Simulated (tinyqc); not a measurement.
Rates against energy: scattering rates of a carrier in a spherical band by Fermi's golden rule. Computed by tinyqc, a small Python program. Command: `OMP_NUM_THREADS=1 python tinyqc.py 3004232 3004233 out.jsonl scatter walk`. One thread of a shared host (Intel(R) Xeon(R) Processor @ 2.30GHz), about 0.01 s of CPU time with the checks.

All processes here are isotropic or elastic, and the rate listed is the momentum relaxation rate.

Inputs (values chosen for the exercise, modelled on holes in germanium): density-of-states mass of one valley m = 0.306 m_0; non-parabolicity alpha = 0.32 1/eV; static permittivity eps_s = 16; density rho = 5323 kg/m^3; sound velocity v_l = 5400 m/s; acoustic deformation potential D_A = 5.2 eV; phonon energy hbar w = 37.8 meV; optical or intervalley deformation potential D_o = 8.8 1e8 eV/cm; final valleys Z_f = 1; ionised impurity density N_I = 1.4e+18 1/cm^3; temperature T = 100 K.

Crystal: non-polar. Band: Kane. Impurity formula: Conwell-Weisskopf. Further scattering: none.

Constants: k_B = 1.380649e-23 J/K; e = 1.602176634e-19 C; hbar = 1.054571817e-34 J s; m_0 = 9.1093837015e-31 kg; hbar = 6.582119569e-16 eV s; k_B = 8.617333262e-05 eV/K; eps_0 = 8.8541878128e-12 F/m.

Method:
- Kane band: hbar^2 k^2/(2 m) = E (1 + alpha E), speed v = hbar k/(m (1 + 2 alpha E)), states per spin, volume and energy g(E) = m k (1 + 2 alpha E)/(2 pi^2 hbar^2); overlap factors are set to 1. Masses are multiplied by m_0 and all formulas are in SI units.
- Phonon occupation N_q = 1/(exp(hbar w/(k_B T)) - 1).
- Acoustic deformation potential (elastic, equipartition, absorption and emission together): 1/tau = 2 pi k_B T D_A^2 g(E)/(hbar rho v_l^2).
- Optical or intervalley deformation potential: 1/tau = (pi Z_f D_o^2/(rho w)) [N_q g(E + hbar w) + (N_q + 1) g(E - hbar w)], with g = 0 below the band edge.
- Singly charged impurities, momentum relaxation: 1/tau = N_I e^4 m (1 + 2 alpha E) Phi/(8 pi (eps_s eps_0)^2 hbar^3 k^3), with alpha = 0 for a parabolic band.
- Conwell-Weisskopf: Phi = ln(1 + y^2), y = 4 pi eps_s eps_0 E N_I^(-1/3)/e^2 (largest impact parameter N_I^(-1/3)/2).

Momentum relaxation rates (1e12/s) and the total time:
```
E (meV)  acoustic  optical absorption  optical emission  ionised impurity  tau_m (fs)
3.8        0.0818            0.019526            0.0000            10.864       91.19
9.4        0.1293            0.020890            0.0000            13.155       75.16
19.0       0.1852            0.023087            0.0000            11.100       88.43
34.0       0.2507            0.026260            0.0000             7.711      125.18
42.0       0.2804            0.027854            0.4841             6.504      137.05
57.0       0.3305            0.030708            1.0474             4.952      157.22
83.0       0.4069            0.035350            1.6402             3.423      181.62
130.0      0.5276            0.043136            2.4288             2.127      195.08
230.0      0.7546            0.058512            3.7761             1.118      175.23
380.0      1.0744            0.080803            5.5915             0.620      135.75
```

The largest rate is ionised impurity from 3.80 to 83.0, optical emission from 130 to 380 meV. Crossing hbar w = 37.8 meV opens emission: tau_m goes from 125 to 137 fs between the two rows around it. The impurity rate goes between the last rows as E^-1.17; the acoustic rate follows g(E) and grows by a factor 13.1 over the table (10.0 for a parabolic band). At 3.8, 9.4 meV hbar/tau exceeds E/2, so the golden rule loses its meaning there.

Extremes, crossings and ranges named in words are read from the listed rows.
